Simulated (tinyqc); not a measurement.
Inside a calculation. Model: sputter depth profiling of a dopant layer: erosion rate, quantification and the mixing-roughness response. Computed by tinyqc, a small Python program that keeps every step. Command: `OMP_NUM_THREADS=1 python tinyqc.py 3023451 3023452 out.jsonl sims walk`. One thread of a shared host (Intel(R) Xeon(R) Processor @ 2.30GHz), about 0.08 s of CPU time with the checks. Intermediate numbers are printed to about 5 digits and carried at full precision; extremes and crossings named in words are read from the listed rows.

A rastered ion beam erodes silicon (49.94 atoms per nm^3). The measured profile is the true one convolved with a depth response.

Inputs (values chosen for the exercise, modelled on a dopant in silicon under an oxygen or caesium beam):
```
quantity                               value    unit
beam energy E                            2.6     keV
beam current                              34      nA
raster side                              500      um
sputter yield at 1 keV                   1.3       -
mixing length at 1 keV                   1.7      nm
roughness sigma                         0.58      nm
depth of the top edge z0                  37      nm
box width b                              1.5      nm
box concentration C                  2.6e+20  1/cm^3
relative sensitivity factor RSF      7.7e+21  1/cm^3
matrix count rate                     360000     1/s
background count rate                    1.6     1/s
counting time per point                    2       s
level that defines the junction C_B    5e+16  1/cm^3
```

True profile: box.

Constants: e = 1.602176634e-19 C.

## Erosion and sensitivity

Scaling chosen for the exercise: yield Y = Y1 E^0.5, mixing length w = w1 E^0.5 (E in keV). Erosion rate = Y I/(e x raster^2 x density); depth step = rate x counting time; concentration = RSF x counts/matrix counts; detection limit = RSF x 3 sqrt(background x time)/(matrix rate x time).

yield Y = 2.0962

mixing length w = 2.7412 nm

erosion rate = 0.035630 nm/s

depth step = 0.071259 nm

detection limit = 5.7392e+16 1/cm^3

Caution: with so few background counts Poisson statistics, not 3 sqrt(N), set the true limit.

## Measured shape

Mixing alone turns a layer at z0 into (1/w) exp(-(z - z0 + w)/w) for z > z0 - w; roughness adds a Gaussian of width sigma. With x = z - z0 + w: g(x) = (1/(2w)) exp(sigma^2/(2 w^2) - x/w) erfc((sigma/w - x/sigma)/sqrt2), and its integral G(x) = (1/2) erfc(-x/(sigma sqrt2)) - w g(x). Measured: C [G(x) - G(x - b)]. Find the maximum, the full width at half maximum and the deep point where the profile falls to C_B; far down, the trailing edge decays by w ln(10) per decade.

depth of the maximum = 35.994 nm

peak concentration = 8.8676e+19 1/cm^3

full width at half maximum = 3.5378 nm

apparent junction depth = 56.906 nm

trailing slope = 6.3118 nm/decade

The true deep edge lies at 38.5 nm, so the junction appears 18.4 nm too deep. The peak reaches 34.1 % of the true concentration. Caution: C_B lies below the detection limit, so this point could not be measured.

## Moments

Convolution adds means and variances: the response has mean 0 (shift -w plus exponential mean w) and variance w^2 + sigma^2; a box adds the mean b/2 and the variance b^2/12.

centroid = 37.75 nm

standard deviation = 2.8351 nm

maximum minus centroid = -1.7558 nm

The centroid stays at the true position while the maximum lies nearer the surface, so depth is read from the centroid.

## Points of the profile

Counts = concentration x matrix rate x time/RSF + background x time; relative noise 1/sqrt(counts). Depths are z0 - w + k (w + sigma), k = -0.5, 0, 0.5, 1, 2, 3, 5, 8, 12.

Profile:
```
k     z (nm)  measured (1/cm^3)      counts  relative noise
-0.5  32.598         3.1958e+16  6.1883e+00         0.40199
0.0   34.259         1.9255e+19  1.8037e+03         0.02355
0.5   35.919         8.8507e+19  8.2791e+03         0.01099
1.0   37.580         5.7649e+19  5.3938e+03         0.01362
2.0   40.901         1.7168e+19  1.6085e+03         0.02493
3.0   44.222         5.1112e+18  4.8113e+02         0.04559
5.0   50.865         4.5305e+17  4.5563e+01         0.14815
8.0   60.828         1.1956e+16  4.3180e+00         0.48124
12.0  74.113         9.3939e+13  3.2088e+00         0.55825
```

## Beam energy: resolution against speed

Width = full width at half maximum; the apparent junction is the deep point where the profile falls to C_B; time to profile to twice z0 = 2 z0/erosion rate, at fixed current.

Measured values:
```
E (keV)  w (nm)  peak (1/cm^3)  width (nm)  apparent junction (nm)  time (min)
0.15     0.6584     1.7083e+20      2.0940                  43.659      144.12
0.25     0.8500     1.5818e+20      2.2186                  44.961      111.63
0.50     1.2021     1.3851e+20      2.4536                  47.317       78.94
1.00     1.7000     1.1733e+20      2.7965                  50.537       55.82
2.00     2.4042     9.6298e+19      3.2959                  54.892       39.47
4.00     3.4000     7.6802e+19      4.0126                  60.737       27.91
8.00     4.8083     5.9750e+19      5.0278                  68.537       19.73
```

From the highest to the lowest energy the width goes from 5.03 to 2.09 nm, towards the floor set by roughness and the box width 1.5 nm, and the junction error from 30.0 to 5.16 nm, at 7.3 times the time. Extrapolating the tail slope to zero energy separates mixing from real diffusion. Caution: the surface transient, segregation under the beam and the growth of roughness with depth are left out, and real yields fall faster near the sputter threshold.

Checks made by the program: dose under the measured profile (relative difference below 1e-10).
